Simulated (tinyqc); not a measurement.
All estimates against temperature: estimate of lattice thermal conductivity from elastic moduli (Slack, Klemens and Cahill formulas). Computed by tinyqc, a small Python program. Command: `OMP_NUM_THREADS=1 python tinyqc.py 3027228 3027229 out.jsonl slack walk`. One thread of a shared host (Intel(R) Xeon(R) Processor @ 2.30GHz), about 0.01 s of CPU time with the checks.

An isotropic solid.

Inputs (values chosen for the exercise, for a model crystal):
```
quantity                      value        unit
bulk modulus B                  194         GPa
shear modulus G                 180         GPa
volume per atom V              24.9  angstrom^3
mean atomic mass M             46.9           u
atoms per primitive cell n        4           -
temperature T                   900           K
disorder parameter Gamma    0.00023           -
grain size d                    360          nm
```

Grueneisen parameter: from the Poisson ratio.

Constants: u = 1.6605390666e-27 kg; hbar = 1.054571817e-34 J s; k_B = 1.380649e-23 J/K; h = 6.62607015e-34 J s.

Method:
- rho = M/V; vL = sqrt((B + 4G/3)/rho), vT = sqrt(G/rho); v_m = [(vL^-3 + 2 vT^-3)/3]^(-1/3); Poisson ratio sigma = (3B - 2G)/(6B + 2G); Theta = hbar v_m (6 pi^2/V)^(1/3)/k_B.
- Empirical rule gamma = (3/2) (1 + sigma)/(2 - 3 sigma).
- Slack, an estimate for T near or above Theta_a: kappa = A M Theta_a^3 delta n^(1/3)/(gamma^2 T) in W/(m K), with M in u, delta = V^(1/3) in angstrom, Theta_a = Theta n^(-1/3) and A = 2.43e-6/(1 - 0.514/gamma + 0.228/gamma^2).
- High-temperature forms with the classical heat capacity. Klemens: kappa/kappa_0 = arctan(u)/u, u^2 = pi^2 Theta V Gamma kappa_0/(h v_m^2). Grains: 1/kappa_poly = 1/kappa + 1/(C v_m d/3), C = 3 k_B/(n V), the acoustic branches alone.
- Cahill minimum: kappa_min = (pi/6)^(1/3) k_B V^(-2/3) sum over L, T, T of v (T/Theta_i)^2 int_0^(Theta_i/T) x^3 e^x/(e^x - 1)^2 dx, Theta_i = Theta v_i/v_m (64 Gauss-Legendre points).

Grueneisen parameter gamma = 1.09950

Debye temperature Theta = 849.152 K

v_m = 8328.66 m/s

vL = 11779.7 m/s

vT = 7586.21 m/s

acoustic Debye temperature Theta_a = 534.932 K

Kappa (W/(m K)):
```
T (K)  perfect crystal  with point defects  polycrystal  minimum
200             463.81              405.20       205.17   0.8533
300             309.21              281.18       167.72   1.2061
400             231.90              215.51       141.92   1.4012
550             168.66              159.69       115.36   1.5507
750             123.68              118.74        92.35   1.6407
1000             92.76               89.93        73.93   1.6904
1300             71.36               69.66        59.66   1.7176
1700             54.57               53.56        47.45   1.7344
```

What does the comparison show, and why?

The perfect crystal follows 1/T. With point defects the exponent runs from -0.90 to -0.98 (the strong-disorder limit is -1/2), and with grains from -0.50 to -0.85. At the highest T it is still 27.4 times the minimum. Rows below Theta_a = 535 K are outside the range of the Slack formula.

Extremes, crossings and ranges named in words are read from the listed rows.
